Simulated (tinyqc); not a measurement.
Lattice vibrations of a chain, step by step. Computed by tinyqc, a small Python program that keeps every step. Command: `OMP_NUM_THREADS=1 python tinyqc.py 25946 25947 out.jsonl` (the two numbers bound the seeds that draw the settings). One thread of a shared host (Intel(R) Xeon(R) Processor @ 2.60GHz), about 0.01 s of CPU time with the checks.

## Dynamical matrix at q = 0.33

A chain moving along its axis:
```
atom   mass (u)  spring to the next atom (eV/angstrom^2)
1     76.100000                                 6.000000
2     25.600000                                14.600000
```

q is in units of 2 pi/a. A spring k from atom i to atom j, n cells on, adds k to Phi_ii and Phi_jj, -k exp(2 pi i q n) to Phi_ij and the conjugate to Phi_ji (for one atom a cell: 2k (1 - cos 2 pi q n)); D_ij = Phi_ij / sqrt(m_i m_j).

D(q) (eV/(angstrom^2 u)):
```
                    1                   2
1            0.270696  0.023418+0.289866i
2  0.023418-0.289866i            0.804688
```

## Frequencies

omega^2 are the eigenvalues; wavenumber = 521.4708 sqrt(eigenvalue) 1/cm.

eigenvalues: 0.142905  0.932479

wavenumbers (1/cm): 197.1  503.6

weights |e|^2 of the mass-weighted modes:
```
          mode 1    mode 2
atom 1  0.838151  0.161849
atom 2  0.161849  0.838151
```

## Dispersion and heat capacity

C/k_B per atom = mean over q = (j + 1/2)/80, j = 0..39 and all branches of y^2 e^y/(e^y - 1)^2, y = hc wavenumber / k_B T.

Wavenumbers (1/cm):
```
q           branch 1    branch 2
0.000000    0.000000  540.769011
0.062500   41.730220  539.156482
0.125000   82.581284  534.426286
0.187500  121.597216  526.920526
0.250000  157.648371  517.279533
0.312500  189.300035  506.553670
0.375000  214.669589  496.334656
0.437500  231.431440  488.743913
0.500000  237.347226  485.898567
```

Heat capacity:
```
T (K)  C/k_B per atom
20           0.068924
50           0.183483
100          0.358758
200          0.626009
300          0.783526
600          0.934624
1200         0.982790
```

zero-point energy per atom = 20.472663 meV
